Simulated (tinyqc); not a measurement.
# Resistance of a source-drain extension with a graded tip: effects of single changes

y runs along the channel, the gate covers y > 0. The doping is N0 for y < y0 and N0 10^(-(y - y0)/la) beyond, uniform over the depth xj. Sheet conductance s(y) = q mu(N) max(N - Nch, 0) xj + (for y > 0) ma Cox Vo, with mu(N) = u0 + (u1 - u0)/(1 + (N/Nr)^au) and Cox = eps0 eox/tox. Current is taken as one-dimensional; depletion of the tip, spreading and the contact are left out. The metallurgical junction lies at yj, where N = Nch.

Parameters, values chosen for the exercise; mobility law close to that of holes in silicon: relative permittivity of the gate insulator (close to zirconium oxide) eox = 25; insulator thickness tox = 11 nm; active doping of the extension far from the gate N0 = 2e20 cm^-3; lateral abruptness la = 6.3 nm/decade; position under the gate where the fall begins (gate edge at 0) y0 = -0.6 nm; depth of the extension xj = 29 nm; channel doping Nch = 1.8e18 cm^-3; spacer length Ls = 17 nm; gate overdrive Vo = 0.8 V; mobility of the gate-induced layer ma = 100 cm^2/(V s); mobility at low doping u1 = 470.5 cm^2/(V s); mobility at high doping u0 = 44.9 cm^2/(V s); reference doping Nr = 2.23e17 cm^-3; exponent au = 0.719; gate length Lg = 50 nm.

Constants: q = 1.602176634e-19 C, eps0 = 8.8541878128e-14 F/cm where lengths are in cm. Results are converted to the units shown.

Each table varies one quantity; the others keep the values above.

## Abruptness at a fixed junction position

R_spacer = integral of dy/s from -Ls to 0, R_ov from 0 to yj, R_channel = (Lg - 2 yj)/(ma Cox Vo), R_total = 2 R_spacer + 2 R_ov + R_channel. Electrical length L_eff = ma Cox dR_total/d(1/Vo); R_series = R_total - L_eff/(ma Cox Vo). y0 is moved with la so that yj stays at 12.288 nm.

The same in every row: yj (nm) = 12.29; R_channel (ohm um) = 157.9.

Results:
```
la (nm/decade)	R_spacer (ohm um)	R_ov (ohm um)	R_total (ohm um)	L_eff (nm)	R_series (ohm um)
1	3.839	6.419	178.4	26.18	15.81
2.3	3.839	11.28	188.2	27.13	19.66
4.9	3.839	21.01	207.6	29.02	27.36
6.1	3.841	25.50	216.6	29.89	30.91
7.4	4.208	30.03	226.4	30.83	34.89
8.7	5.282	33.96	236.4	31.73	39.28
10	7.088	37.33	246.8	32.59	44.29
```

Estimate the missing row, la = 3.6 nm/decade.

Computed row:
```
la (nm/decade)	R_spacer (ohm um)	R_ov (ohm um)	R_total (ohm um)	L_eff (nm)	R_series (ohm um)
3.6	3.839	16.14	197.9	28.07	23.51
```

With this row back in the table: As la goes from 1 to 10 nm/decade, R_total rises from 178 to 247 ohm um, R_spacer rises from 3.84 to 7.09 ohm um and R_ov rises from 6.42 to 37.3 ohm um. R_total changes on average by 7.59 ohm um for each nm/decade. L_eff exceeds the metallurgical length by 0.758 nm in the first row and 7.17 nm in the last, since the gate also controls the lightly doped tips.

## Effect of the depth of the extension

Same model as above.

The same in every row: yj (nm) = 12.29; R_channel (ohm um) = 157.9.

Results:
```
xj (nm)	R_spacer (ohm um)	R_ov (ohm um)	R_total (ohm um)	L_eff (nm)	R_series (ohm um)
4	27.95	52.07	318.0	38.15	80.97
5.6	19.96	47.74	293.3	36.56	66.24
7.7	14.52	43.49	273.9	35.09	55.95
11	10.16	38.68	255.6	33.55	47.24
21	5.323	30.20	229.0	31.08	35.92
29	3.855	26.23	218.1	30.04	31.51
40	2.795	22.54	208.6	29.14	27.60
```

Estimate the missing row, xj = 15 nm.

Computed row:
```
xj (nm)	R_spacer (ohm um)	R_ov (ohm um)	R_total (ohm um)	L_eff (nm)	R_series (ohm um)
15	7.452	34.55	241.9	32.30	41.27
```

With this row back in the table: As xj goes from 4 to 40, R_total falls from 318 to 209 ohm um, L_eff falls from 38.2 to 29.1 nm and R_series falls from 81.0 to 27.6 ohm um.

Numbers from tinyqc (`OMP_NUM_THREADS=1 python tinyqc.py 2282094 2282095 out.jsonl`; about 0.03 s on one thread of a shared Intel Xeon 2.30GHz).
